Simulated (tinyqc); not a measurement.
CIS and TDHF on RHF in the sto-3g basis, for H3-, spin multiplicity 1, step by step. The basis has no diffuse functions, so it cannot describe the extra electron: this is an exercise in the method, not the real anion. One step of it, computed by the program tinyqc.

Problem. CIS matrix, triplets. A(ia,jb) = (e_a - e_i) d_ij d_ab - (ij|ab).

orbital energies (hartree): [-0.228969, 0.255602, 1.588814]

Two-electron integrals over orbitals (pq|rs), unique and non-zero (hartree):
```
(11|11) 0.603748    (21|21) 0.162721    (22|11) 0.544825    (22|22) 0.580154
(31|11) 0.088550    (31|22) -0.018557   (31|31) 0.128281    (32|21) -0.133307
(32|32) 0.135624    (33|11) 0.636166    (33|22) 0.574331    (33|31) 0.108104
(33|33) 0.716799
```

Give: CIS matrix A, triplet.

Solution.

CIS matrix A, triplet (hartree), order 1>3, 2>3:
```
[[1.1816, 0.0000],
 [0.0000, 0.7589]]
```
